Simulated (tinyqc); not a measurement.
Electromigration in a confined line: Blech product, Korhonen stress evolution and Black's law: one step, computed by the program tinyqc.

The electron wind pushes atoms from the cathode (x = 0) to the anode (x = L); blocking ends build a back stress (tension positive). The input rho is taken not to change with temperature. d sigma/dt = d/dx [kappa (d sigma/dx + G)], with zero flux at both ends and sigma = 0 at t = 0.

Problem. Steady state and Blech product. At steady state sigma(x) = G (L/2 - x). A void forms only if the cathode stress reaches sigma_c, that is if j L exceeds (j L)_c = 2 Omega (sigma_c)/(Z* e rho). Time scale tau = L^2/kappa.

Inputs (values chosen for the exercise, close to those used for copper lines):
```
quantity                    value          unit
resistivity rho              3.98  micro-ohm cm
atomic volume Omega          11.8    angstrom^3
effective charge number Z*    1.3             -
critical stress sigma_c       110           MPa
current density j             3.5       MA/cm^2
line length L                  95            um
test temperature T            230             C
```

Start: stress-free.

stress gradient G = 24.58798 MPa/um

kappa = 1.662649e-15 m^2/s

Constants: e = 1.602176634e-19 C.

Give: steady cathode stress; j L; critical product (j L)_c; tau.

Solution.

steady cathode stress = 1168 MPa

j L = 33250 A/cm

critical product (j L)_c = 3132 A/cm

tau = 1508 h

j L is 10.6 times the critical product: the line can fail. Caution: a steady stress above sigma_c is formal, since a void forms first.
